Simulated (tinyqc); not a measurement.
Elastic strain and critical thickness of a cubic alloy layer A(1-x)B(x) on a thick substrate: one step, computed by the program tinyqc. Command: `OMP_NUM_THREADS=1 python tinyqc.py 3014317 3014318 out.jsonl misfit walk`. One thread of a shared host (Intel(R) Xeon(R) Processor @ 2.30GHz), about 0.01 s of CPU time with the checks.

Strain is positive in tension. The layer is coherent with the substrate unless said otherwise.

Question. Isotropic constants and the prefactor A. Voigt averages: G = (C11 - C12 + 3 C44)/5, B = (C11 + 2 C12)/3, nu = (3 B - 2 G)/(2 (3 B + G)); b = a/sqrt(2). Edge dislocation with b in the interface: cos alpha = 0, cos lambda = 1. Matthews-Blakeslee: h_c = A [ln(h_c/b) + 1], A = b (1 - nu cos^2 alpha)/(8 pi |f| (1 + nu) cos lambda), the factor 8 pi being that of an uncapped layer.

Growth plane: (111). Layer: uncapped. Misfit dislocation: edge.

elastic constants (GPa): C11 104.6688, C12 47.7973, C44 57.6242

free lattice constant a = 5.72831 angstrom

misfit f = -0.01192498

Give: shear modulus G; Poisson ratio nu; Burgers vector b; prefactor A.

Answer.

shear modulus G = 45.94882 GPa

Poisson ratio nu = 0.2201

Burgers vector b = 0.4051 nm

prefactor A = 1.108 nm
